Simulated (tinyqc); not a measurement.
Minimum-mode following (dimer method) and harmonic rate on a two-dimensional model surface: one step, computed by the program tinyqc. Command: `OMP_NUM_THREADS=1 python tinyqc.py 3028524 3028525 out.jsonl dimer walk`. One thread of a shared host (Intel(R) Xeon(R) Processor @ 2.30GHz), about 0.01 s of CPU time with the checks.

V(x, y) = h u^2 + t x + (kappa/2)(y + c u)^2 with u = x^2/w^2 - 1; the path runs from the minimum near (-w, 0) to that near (w, 0).

Problem. Dimer step 1. Dimer at R with unit axis N = (cos phi, sin phi) and normal T = (-sin phi, cos phi). Gradients g at R +/- delta N and at R +/- delta T give H N and H T by central differences, (g+ - g-)/(2 delta). With C_N = N.H N, C_T = T.H T and b = T.H N, rotate by theta = (1/2) atan2(-2b, C_T - C_N), the angle of least curvature C = (C_N + C_T)/2 - sqrt((C_N - C_T)^2/4 + b^2). Translate along F = -g + 2 (g.N) N if C < 0, else along F = (g.N) N, with the new axis: R(new) = R + eta F, the move limited to 0.2 angstrom.

Inputs (values chosen for the exercise, for a model surface):
```
quantity                    value           unit
height h                     0.27             eV
half width w                  1.2       angstrom
transverse stiffness kappa    1.7  eV/angstrom^2
curvature c                  0.28       angstrom
tilt t                      0.039    eV/angstrom
half length delta           0.005       angstrom
step factor eta              0.19  angstrom^2/eV
```

Surface: curved double well.

R at the start (angstrom): -0.5354593  0.2754485

phi at the start = -50 degrees

Give: C_N, C_T, b; rotation theta; phi after step 1; least curvature C; gradient g; effective force F; R after step 1.

Solution.

C_N, C_T, b (eV/angstrom^2): 1.266  0.240  -0.871

rotation theta = 60.25 degrees

phi after step 1 = 10.25 degrees

least curvature C = -0.2584 eV/angstrom^2

gradient g (eV/angstrom): 0.3425  0.0870

effective force F (eV/angstrom): 0.3513  0.0384

R after step 1 (angstrom): -0.4687  0.2827

The curvature is negative, so the force along the axis is inverted.
